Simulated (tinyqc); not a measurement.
# From majority density p back to donor density N_D

Model: charge neutrality of a doped semiconductor with incomplete ionisation. Computed by tinyqc, a small Python program. Command: `OMP_NUM_THREADS=1 python tinyqc.py 3022952 3022953 out.jsonl dopant inv`. One thread of a shared host (Intel(R) Xeon(R) Processor @ 2.30GHz), about 0.1 s of CPU time with the checks.

Energies are counted from the top of the valence band; E_D is measured down from the conduction band and E_A up from the valence band.

Inputs (values chosen for the exercise, modelled on GaSb):
```
quantity                   value   unit
gap at 0 K E_g0            0.814     eV
Varshni alpha            0.00042   eV/K
Varshni beta                 135      K
electron mass m_e         0.0386    m_0
valleys M_c                    1      -
hole mass m_h               0.41    m_0
acceptor density N_A     1.5e+17  cm^-3
donor depth E_D          0.00247     eV
acceptor depth E_A        0.0299     eV
donor degeneracy g_D           2      -
acceptor degeneracy g_A        4      -
temperature T                350      K
iteration cap                 60      -
```

Doping: p-type, compensated. Statistics of the bands: Fermi-Dirac. Solver: bisection. Start of Newton steps: intrinsic level E_i.

Constants: m_0 = 9.1093837015e-31 kg; k_B = 1.380649e-23 J/K; h = 6.62607015e-34 J s; k_B = 8.617333262e-05 eV/K.

Method:
- E_g = E_g0 - alpha T^2/(T + beta).
- N_c = 2 M_c (2 pi m_e k_B T/h^2)^(3/2) and N_v = 2 (2 pi m_h k_B T/h^2)^(3/2), masses in units of m_0.
- n_i = sqrt(N_c N_v) exp(-E_g/(2 k_B T)); E_i = E_g/2 + (k_B T/2) ln(N_v/N_c).
- n = N_c F_1/2((E_F - E_g)/k_B T), p = N_v F_1/2(-E_F/k_B T).
- F_1/2(eta) = (2/sqrt(pi)) int_0^infinity sqrt(x)/(1 + exp(x - eta)) dx, by the trapezoid rule in t = sqrt(x) with step 0.02 up to t = 12 (for eta < -12 by exp(eta) - exp(2 eta)/2^(3/2)).
- N_D+ = N_D/(1 + g_D exp((E_F - E_g + E_D)/k_B T)).
- N_A- = N_A/(1 + g_A exp((E_A - E_F)/k_B T)).
- Neutrality: p + N_D+ = n + N_A-; the log ratio is ln[(p + N_D+)/(n + N_A-)].
- Bisection of the log ratio between E = -0.3 and E_g + 0.3 eV; stop when |log ratio| < 1e-9.

Question. A run gave the result below. Find the donor density N_D, known to lie between 2.4e+16 and 6.1e+16 cm^-3.

majority density p = 8.875661e+16 cm^-3

Answer.

Each step takes the trial c = (a f_b - b f_a)/(f_b - f_a), f being the result less the target and a, b, c the logarithms of the listed values; c replaces end b, the old b replaces a if the sign of f changed, and otherwise f_a is halved.

Scan of the range:
```
donor density N_D (cm^-3)  majority density p (cm^-3)
2.40e+16                                  1.07546e+17
2.80e+16                                  1.04073e+17
3.28e+16                                  9.99101e+16
3.83e+16                                  9.51464e+16
4.47e+16                                  8.96119e+16
5.22e+16                                  8.31381e+16
6.10e+16                                  7.55589e+16
```

False position (Illinois rule, in the logarithm of the input) inside the bracket:
```
step        end a        end b        trial  majority density p (cm^-3)
1     4.47000e+16  5.22000e+16  4.56255e+16                 8.88124e+16
2     5.22000e+16  4.56255e+16  4.56858e+16                 8.87602e+16
3     5.22000e+16  4.56858e+16  4.56936e+16                 8.87535e+16
4     4.56858e+16  4.56936e+16  4.56900e+16                 8.87566e+16
5     4.56936e+16  4.56900e+16  4.56900e+16                 8.87566e+16
6     4.56900e+16  4.56900e+16  4.56900e+16                 8.87566e+16
7     4.56900e+16  4.56900e+16  4.56900e+16                 8.87566e+16
8     4.56900e+16  4.56900e+16  4.56900e+16                 8.87566e+16
9     4.56900e+16  4.56900e+16  4.56900e+16                 8.87566e+16
```

Majority density p falls at every point of a 13-point scan of the range (every second point is shown), so one value fits; it is bracketed by 4.47e16 and 5.22e16. Answer: donor density N_D = 4.569e16 cm^-3.
